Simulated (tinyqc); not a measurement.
Dopants and charged point defects at anneal temperature: Fermi-level effect, clustering and pairing. Changing the anneal temperature T. Computed by tinyqc, a small Python program. Command: `OMP_NUM_THREADS=1 python tinyqc.py 3026311 3026312 out.jsonl pairing sweep`. One thread of a shared host (Intel(R) Xeon(R) Processor @ 2.30GHz), about 0.02 s of CPU time with the checks.

Boltzmann statistics and full ionisation of active dopants. Energies are counted from the valence band; the defect (a vacancy or self-interstitial) has five charge states, with all degeneracy factors one.

Inputs (values chosen for the exercise, with bands modelled on GaAs):
```
quantity                                         value   unit
gap at 0 K E_g0                                   1.54     eV
Varshni alpha                                 0.000537   eV/K
Varshni beta                                       210      K
electron mass m_e                               0.0648    m_0
valleys M_c                                          1      -
hole mass m_h                                    0.512    m_0
total dopant density N                         5.2e+18  cm^-3
formation enthalpy of the neutral defect H_f      3.21     eV
formation entropy S_f                              6.1    k_B
site density N_s                               2.5e+22  cm^-3
```

Dopant: acceptor. Second part: pairing with a mobile impurity.

defect levels as fractions of E_g(T): (2+/+), (+/0), (0/-), (-/2-): 0.13  0.26  0.68  0.9

Constants: m_0 = 9.1093837015e-31 kg; k_B = 1.380649e-23 J/K; h = 6.62607015e-34 J s; k_B = 8.617333262e-05 eV/K.

Method:
- E_g = E_g0 - alpha T^2/(T + beta).
- N_c = 2 M_c (2 pi m_e k_B T/h^2)^(3/2) and N_v = 2 (2 pi m_h k_B T/h^2)^(3/2), masses in units of m_0.
- n_i = sqrt(N_c N_v) exp(-E_g/2 k_B T); E_i = E_g/2 + (k_B T/2) ln(N_v/N_c).
- No clustering: A = N.
- p = A/2 + sqrt(A^2/4 + n_i^2) for an active density A.
- chi = n/n_i (for acceptors n_i/p); E_F = E_i + k_B T ln chi; field enhancement h = 1 + A/sqrt(A^2 + 4 n_i^2).
- C_0 = N_s exp(S_f/k_B) exp(-H_f/k_B T). Ratios to the neutral state at E_F = E_i: r_+ = exp((E(+/0) - E_i)/k_B T), r_2+ = r_+ exp((E(2+/+) - E_i)/k_B T), r_- = exp((E_i - E(0/-))/k_B T), r_2- = r_- exp((E_i - E(-/2-))/k_B T); at other E_F state q scales as chi^(-q). The enhancement is sum r_q chi^(-q)/sum r_q. The charge on the defects is left out of neutrality.

One run for each value; columns: (1) anneal temperature T (K); (2) all defects, doped (cm^-3); (3) enhancement over intrinsic; (4) n_i (cm^-3); (5) active density A (cm^-3); (6) mean charge (e):
```
(1)          (2)     (3)         (4)       (5)     (6)
630   1.0389e+02  417.01  4.2530e+13  5.20e+18  1.7977
694   7.1070e+03  117.53  1.9218e+14  5.20e+18  1.6974
759   2.5742e+05   40.84  6.9501e+14  5.20e+18  1.5801
823   5.2399e+06   17.26  2.0440e+15  5.20e+18  1.4520
887   7.1669e+07    8.44  5.1945e+15  5.20e+18  1.3128
951   7.1799e+08    4.66  1.1739e+16  5.20e+18  1.1646
1020  6.5301e+09    2.76  2.5412e+16  5.20e+18  1.0004
1080  3.6825e+10    1.90  4.6172e+16  5.20e+18  0.8598
```

Over the rows, all defects, doped (cm^-3) rises from 104 to 3.68e10 (exponent d ln y / d ln x 44 between the first rows and 30 between the last); enhancement over intrinsic falls from 417 to 1.90 (exponent d ln y / d ln x -13 between the first rows and -6.5 between the last); n_i (cm^-3) rises from 4.25e13 to 4.62e16 (exponent d ln y / d ln x 16 between the first rows and 10 between the last). A line through ln(all defects) against 1/(k_B T) gives 2.56 eV, against H_f = 3.21 eV for the neutral state alone.
